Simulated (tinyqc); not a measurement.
# Worked calculation: electron mobility in a silicon inversion layer, empirical terms and Matthiessen rule

Program tinyqc, `OMP_NUM_THREADS=1 python tinyqc.py 2510041 2510042 out.jsonl`; Intel Xeon 2.30GHz, shared host, one thread, about 0.01 s. Printed values are rounded.

Inversion layer of sheet density Ns on a uniformly doped body, under a high-permittivity gate with an interlayer. The mobility terms are empirical power laws with prefactors chosen for the exercise; adding their inverses (Matthiessen) is itself an approximation.

Inputs (values chosen for the exercise); material values close to those of silicon: temperature T = 250 K; band gap Eg = 1.12 eV; relative permittivity of the semiconductor eps_r = 11.8; conduction-band density of states at T Nc = 2.11e19 cm^-3; valence-band density of states at T Nv = 2e19 cm^-3; body doping Nb = 7.2e17 cm^-3; reverse body bias Vsb = 0.3 V; weight of the inversion charge in the effective field eta = 0.5; gate capacitance Cox = 0.54 uF/cm^2; phonon-limited mobility at 1 MV/cm and 300 K Ap = 456 cm^2/(V s); roughness-limited mobility at 1 MV/cm As = 742 cm^2/(V s); exponent of the roughness term gs = 2; Coulomb prefactor Ac = 2600 cm^2/(V s); charge at the interface Nit = 5.9e11 cm^-2; remote-phonon mobility without interlayer Ar = 320 cm^2/(V s); interlayer thickness ti = 1.3 nm; decay length of remote phonons lr = 0.9 nm; inversion density Ns = 2e12 cm^-2; ratio W/L WL = 1; drain voltage Vd = 0.01 V; measured linear current I = 0.616 uA.

Constants: q = 1.602176634e-19 C, kB = 1.380649e-23 J/K, Vt = kB T/q, eps0 = 8.8541878128e-14 F/cm where lengths are in cm. Results are converted to the units shown.

## Depletion charge and effective field

ni = sqrt(Nc Nv) exp(-Eg/(2 Vt)), Eg in volts; Ndep = sqrt(2 eps0 eps_r Nb (2 Vt ln(Nb/ni) + Vsb)/q); E = q (Ndep + eta Ns)/(eps0 eps_r), in MV/cm.

ni = 1.05573e8 cm^-3
Ndep = 3.46100e12 cm^-2
E = 0.684088 MV/cm

The depletion charge gives 77.6 % of the field.

## Mobility terms and their sum

With t = T/(300 K): muC = Ac (Ns/1e12 cm^-2) t/(Nb/1e17 cm^-3 + Nit/1e11 cm^-2), muP = Ap E^(-1/3) t^(-1.75), muS = As E^(-gs), muR = Ar exp(2 ti/lr)/t; 1/mu is the sum of the inverses.

terms (cm^2/(V s)): Coulomb 330.789, phonon 712.024, roughness 1585.55, remote phonon 6901.76
mu = 192.193 cm^2/(V s)
shares of 1/mu (%): Coulomb 58.1014, phonon 26.9924, roughness 12.1215, remote phonon 2.78469

The Coulomb term limits most.

## Iteration 1: inversion density for the measured current

Ns at the start = 1e12 cm^-2

I = (W/L) q Ns mu Vd. E = q (Ndep + eta Ns)/(eps0 eps_r) in MV/cm. With t = T/(300 K): muC = Ac (Ns/1e12 cm^-2) t/(Nb/1e17 cm^-3 + Nit/1e11 cm^-2), muP = Ap E^(-1/3) t^(-1.75), muS = As E^(-gs), muR = Ar exp(2 ti/lr)/t; 1/mu is the sum of the inverses. Ns(new) = I/((W/L) q mu Vd).

E = 0.607413 MV/cm
mu = 124.406 cm^2/(V s)
Ns after iteration 1 = 3.09049e12 cm^-2

## Iteration 2: inversion density for the measured current

As before.

E = 0.767700 MV/cm
mu = 229.619 cm^2/(V s)
Ns after iteration 2 = 1.67441e12 cm^-2

## Course of the iteration: inversion density for the measured current

Stop when Ns changes by less than 1e5 cm^-2, or after 120 iterations.

Course of the iteration:
```
iteration  Ns (cm^-2)  |change| (cm^-2)
1          3.09049e12           2.09e12
2          1.67441e12           1.42e12
3          2.20246e12           5.28e11
4          1.90882e12           2.94e11
5          2.04922e12           1.40e11
6          1.97623e12           7.30e10
7          2.01268e12           3.65e10
8          1.99410e12           1.86e10
9          2.00348e12            9.38e9
...               ...               ...
18         2.00031e12            2.06e7
19         2.00032e12            1.04e7
20         2.00031e12            5.28e6
21         2.00032e12            2.67e6
22         2.00032e12            1.35e6
23         2.00032e12            6.86e5
24         2.00032e12            3.47e5
25         2.00032e12            1.76e5
26         2.00032e12            8.91e4
```

Converged in 26 iterations. At the end each change is about 0.51 times the one before, with alternating sign: linear convergence.

## Split C-V extraction

```
point  Vg (V)  Cgc (uF/cm^2)       I (uA)
0           0     6.93168e-6  4.25791e-13
1         0.1     2.10360e-4  3.92287e-10
2         0.2     0.00631410   3.57346e-7
3         0.3       0.142702   2.41158e-4
4         0.4       0.494639    0.0147454
5         0.5       0.538374    0.0737022
6         0.6       0.539946     0.169151
7         0.7       0.539998     0.290165
8         0.8       0.540000     0.428918
9         0.9       0.540000     0.579447
10          1       0.540000     0.737175
11        1.1           0.54     0.898584
12        1.2           0.54      1.06098
```

Q(Vg) is the trapezoid sum of Cgc from the first point (where Q is taken as 0); mu_eff = I/((W/L) Q Vd); mu_FE = (dI/dVg)/((W/L) Cox Vd) with a backward difference. Listed from point 4 on.

```
point  Q (uC/cm^2)  mu_eff (cm^2/(V s))  mu_FE (cm^2/(V s))
4        0.0396549              37.1843             26.8597
5        0.0913055              80.7204             109.179
6         0.145222              116.478             176.757
7         0.199219              145.651             224.099
8         0.253219              169.386             256.950
9         0.307219              188.611             278.759
10        0.361219              204.080             292.087
11        0.415219              216.412             298.906
12        0.469219              226.117             300.739
```

At the last point mu_FE is 33 % above mu_eff.
